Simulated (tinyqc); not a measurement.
X-ray photoelectron analysis of a thin oxide on a semiconductor: attenuation lengths, thickness, angle series and band offsets: one step, computed by the program tinyqc.

The same element is seen in the oxide and in the substrate, at nearly the same kinetic energy; films are flat and uniform, and the work function is ignored.

Task: Peak ratio. R_0 = (rho_o/M_o) L_o/((rho_s/M_s) L_s); peak ratio R = I_ox/I_sub = R_0 [exp(d/(L_o cos theta)) - 1]; hence d = L_o cos theta ln(1 + R/R_0). A carbon layer weakens both peaks alike, by exp(-d_C/(L_o cos theta)) if its L is taken equal to L_o. This R_0 leaves out intrinsic losses from the substrate peak, so calibrated values can be larger.

Inputs (values chosen for the exercise, modelled on SiO2 on 4H-SiC):
```
quantity                        value     unit
oxide density                    2.18   g/cm^3
oxide formula mass              60.08    g/mol
substrate density                3.21   g/cm^3
substrate formula mass           40.1    g/mol
oxide thickness d                0.95       nm
emission angle from the normal      0  degrees
carbon overlayer                 0.62       nm
```

L in the oxide = 2.875730 nm

L in the substrate = 2.174044 nm

Give: R_0; d/(L_o cos theta); ratio R; oxide share of the counts; attenuation by carbon; depth 3 L_o cos theta.

Result:

R_0 = 0.5996

d/(L_o cos theta) = 0.3304

ratio R = 0.2347

oxide share of the counts = 0.1901

attenuation by carbon = 0.8061

depth 3 L_o cos theta = 8.627 nm
